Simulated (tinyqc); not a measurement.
Inside a calculation: hydrogenic donor in a hard-walled well (variational). Values are carried at full precision from step to step, so a last printed digit may differ when a step is redone from the rounded ones.

Constants: Ry = 13.60569312 eV; a0 (Bohr radius) = 0.5291772105 angstrom; hbar^2/2m0 = 3.80998211 eV angstrom^2; e^2/(4 pi eps0) = 14.39964547 eV angstrom.

Inputs chosen for the exercise (near those of InGaAs; the results hold for these values, not for the real material):
```
symbol  value                               unit      meaning
m       0.043                               m0        mass
eps     14.1                                          dielectric constant
L       475                                 angstrom  well width
zi      0                                   angstrom  position of the donor from the centre
lam     145                                 angstrom  trial length
lams    (95, 121, 148, 174, 208, 252, 312)  angstrom  trial lengths
```

## Bulk donor

Ry* = Ry m/eps^2, a* = a0 eps/m, and the subband energy c (pi/L)^2/m with c = hbar^2/2m0.

Ry* = 2.943 meV
a* = 173.52 angstrom
subband energy = 3.88 meV

## One trial length

Trial function cos(pi z/L) exp(-r/lam), r measured from the donor at zi, walls at +/- L/2, one eps everywhere. Counted from the lowest subband, E(lam) = c/(m lam^2) - (q/eps) I0/I1, with I0 the integral of cos^2(pi z/L) exp(-2|z - zi|/lam) over the well and I1 the same with the factor (|z - zi| + lam/2); c = hbar^2/2m0, q = e^2/(4 pi eps0). The binding energy is -E at the minimum.

Evaluate I0, I1 and both terms.

I0 = 108.954 angstrom
I1 = 12764.0 angstrom^2
kinetic term = 4.214 meV
Coulomb term = -8.717 meV
E = -4.503 meV

## Scan and minimum

E for each trial length, then the minimum.

Scan:
```
lam (angstrom)  kinetic (meV)  Coulomb (meV)  E (meV)
95                      9.818        -12.242   -2.425
121                     6.052        -10.059   -4.007
148                     4.045         -8.579   -4.534
174                     2.927         -7.562   -4.636
208                     2.048         -6.585   -4.537
252                     1.395         -5.673   -4.278
312                     0.910         -4.798   -3.888
```

best lam = 173.6 angstrom
binding energy = 4.64 meV
in Ry* = 1.575

At L = 2.74 a* this donor is bound more strongly than in the bulk.

## Checks

- Binding at the centre of a very wide well (200 a*) against Ry*, meV: both 2.94.
- Binding in a very thin well (a*/2000) against 4 Ry*, meV: both 11.8.

Run: tinyqc, `OMP_NUM_THREADS=1 python tinyqc.py 1280012 1280013 out.jsonl`; Intel(R) Xeon(R) Processor @ 2.30GHz, one thread, shared host; about 0.03 s of CPU time with all checks.
